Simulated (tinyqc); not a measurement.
# Worked calculation: memristor with linear dopant drift, Joglekar window

tinyqc, about 0.2 s, one thread, Intel Xeon 2.30GHz (shared host): `OMP_NUM_THREADS=1 python tinyqc.py 2880040 2880041 out.jsonl` Printed values are rounded.

A film of thickness D has a doped share x: R = Ron x + Roff (1 - x), i = v/R, dx/dt = k i F with k = mv Ron/D^2 and F = 1 - (2 x - 1)^(2 p). The drive is v = V0 sin(2 pi f t). The model has no threshold and no heating.

Parameters, values chosen for the exercise: resistance of the fully doped film Ron = 200 ohm; resistance of the undoped film Roff = 20000 ohm; film thickness D = 15 nm; dopant mobility mv = 1.6e-14 m^2/(V s); doped share at t = 0 x0 = 0.19; amplitude V0 = 0.9 V; window exponent p = 1; frequency f = 0.87 Hz.

## Rate constant, charge and flux scales

k = mv Ron/D^2; R0 = R(x0); without a window the film fills (x = 1) after the charge (1 - x0)/k and the flux (R0^2 - Ron^2)/(2 k (Roff - Ron)); half a period supplies the flux V0/(pi f).

k = 14222.2 1/C
R0 = 16238.0 ohm
charge to fill = 56.9531 uC
flux to fill = 0.468098 V s
flux of half a period = 0.329286 V s

Half a period supplies 70.3 % of the flux to fill.

## Step 1: one Runge-Kutta step

x at step 0 = 0.19
j = 0

Step h = 1/(16 f), from t = j h. With g(t, x) = dx/dt: k1 = g(t, x), k2 = g(t + h/2, x + h k1/2), k3 = g(t + h/2, x + h k2/2), k4 = g(t + h, x + h k3), x(new) = x + h (k1 + 2 k2 + 2 k3 + k4)/6.

k1..k4 (1/s): [0.000000, 0.094670, 0.096359, 0.192447]
x at step 1 = 0.196879

## Step 2: one Runge-Kutta step

j = 1

As before.

k1..k4 (1/s): [0.192404, 0.289102, 0.294013, 0.393526]
x at step 2 = 0.217858

## Step 3: one Runge-Kutta step

j = 2

As before.

k1..k4 (1/s): [0.393269, 0.492305, 0.499824, 0.598152]
x at step 3 = 0.253486

## One period

The 16 Runge-Kutta steps against a converged integration; i uses the converged x.

One period:
```
j,v (V),"x, coarse steps","x, converged",i (uA)
0,0.0000,0.1900,0.1900,0.00
1,0.3444,0.1969,0.1969,21.39
2,0.6364,0.2179,0.2179,40.57
3,0.8315,0.2535,0.2535,55.50
4,0.9000,0.3030,0.3030,64.29
5,0.8315,0.3622,0.3622,64.82
6,0.6364,0.4212,0.4212,54.58
7,0.3444,0.4658,0.4658,31.96
8,0.0000,0.4826,0.4826,0.00
9,-0.3444,0.4658,0.4658,-31.96
10,-0.6364,0.4212,0.4212,-54.58
11,-0.8315,0.3622,0.3622,-64.82
12,-0.9000,0.3030,0.3030,-64.29
13,-0.8315,0.2535,0.2535,-55.50
14,-0.6364,0.2179,0.2179,-40.57
15,-0.3444,0.1969,0.1969,-21.39
16,0.0000,0.1900,0.1900,0.00
```

The current vanishes with the voltage (pinched loop). At the same voltage, j = 2 and 6, it is 40.6 uA on the way up and 54.6 uA on the way down. x peaks at 0.4826 at half period and ends at 0.1900, its starting value: the state is a function of the flux alone. The coarse steps miss by at most 2.1e-6.
